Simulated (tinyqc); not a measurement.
# Bulk transistor, scale length and short-channel effects: two studies

A gate, an insulator of thickness ti and a depleted layer of depth ts on a conducting body. Below threshold the potential that source and drain add obeys Laplace's equation and vanishes on the gate and at the bottom of the depleted layer. Its lowest mode decays along the channel as exp(-k y); k is the smallest positive root of the matching condition at the interface, and the scale length is Lambda = pi/k.

Inputs (values chosen for the exercise); permittivities: semiconductor close to that of germanium, insulator close to that of silicon dioxide:
- T = 325 K (temperature)
- eps_r = 16.3 (relative permittivity of the semiconductor)
- ei = 3.86 (relative permittivity of the insulator)
- ts = 12 nm (depletion depth)
- L = 42 nm (channel length)
- Vbi = 0.96 V (potential of the source)
- sT = 0.59 V (potential of the barrier top at threshold)
- Vds = 0.5 V (drain voltage)

Constants: q = 1.602176634e-19 C, kB = 1.380649e-23 J/K, Vt = kB T/q. Results are converted to the units shown.

Each table varies one quantity; the others keep the values above.

## A higher permittivity at fixed equivalent oxide thickness

k is the smallest positive root of f(k) = eps_r sin(k ti) cos(k ts) + ei cos(k ti) sin(k ts). Along the channel psi(y) = s + a exp(y/l) + b exp(-y/l) with psi(0) = Vbi, psi(L) = Vbi + Vds and l = 1/k = Lambda/pi; with A = Vbi - s, B = A + Vds, x = exp(-L/l): a = (B - A x) x/(1 - x^2), b = (A - B x)/(1 - x^2). The minimum is s + 2 sqrt(a b), at y = (l/2) ln(b/a). The long-channel potential follows the gate as s = sT + (Vg - VTL)/m, and the threshold VT is the gate voltage at which the minimum equals sT. Swing = m Vt ln 10/g at threshold, g = d(minimum)/ds = 1 - (b x + a)/((1 + x) sqrt(a b)). DIBL = [VT(0.05 V) - VT(Vds)]/(Vds - 0.05 V). sT and Vbi are held fixed; m = 1 + eps_r ti/(ei ts) in each row. The equivalent oxide thickness 3.9 ti/ei is held at 1.7 nm, so ti = 1.7 ei/3.9 nm.

A higher permittivity at fixed equivalent oxide thickness:
```
ei,ti (nm),Lambda (nm),L/Lambda,DIBL (mV/V),swing (mV/decade)
3.9,1.700,17.08,2.460,27.16,107.6
5,2.179,17.14,2.450,27.59,107.6
7.5,3.269,17.36,2.419,29.05,107.9
10,4.359,17.69,2.374,31.30,108.3
15,6.538,18.73,2.242,39.10,109.7
20,8.718,20.40,2.059,53.43,112.2
25,10.90,22.67,1.853,76.79,116.2
35,15.26,28.42,1.478,155.1,129.4
```

Read the table: what changes, and by how much?

As ei goes from 3.9 to 35, Lambda rises from 17.1 to 28.4 nm, DIBL rises from 27.2 to 155 mV/V and the swing rises from 108 to 129 mV a decade. The ratio ei/ti is the same in every row, yet the insulator grows from 1.70 to 15.3 nm, and drain fields reach the channel sideways through it. At ei = 35 L is under 1.5 Lambda, where higher modes, left out of the one-mode potential, count.

## Effect of the insulator thickness

Same model as above.

Results:
```
ti (nm),Lambda (nm),L/Lambda,VT - VTL at Vds (mV),DIBL (mV/V),swing (mV/decade)
0.57,14.22,2.953,-13.46,9.161,79.09
0.96,15.42,2.724,-21.69,14.79,88.95
1.2,16.04,2.619,-27.35,18.67,95.10
1.6,16.91,2.483,-37.51,25.64,105.4
2.1,17.80,2.360,-51.16,35.03,118.4
2.7,18.65,2.252,-68.59,47.04,134.2
```

Estimate the missing row, ti = 0.74 nm.

Computed row:
```
ti (nm),Lambda (nm),L/Lambda,VT - VTL at Vds (mV),DIBL (mV/V),swing (mV/decade)
0.74,14.78,2.842,-16.88,11.50,83.37
```

With this row back in the table: As ti goes from 0.57 to 2.7 nm, Lambda rises from 14.2 to 18.6 nm, DIBL rises from 9.16 to 47.0 mV/V and the swing rises from 79.1 to 134 mV a decade. On average Lambda goes as ti^(0.17).

Computed by the program tinyqc: `OMP_NUM_THREADS=1 python tinyqc.py 2420009 2420010 out.jsonl`, one thread of a shared Intel Xeon 2.30GHz, about 0.01 s for the whole run.
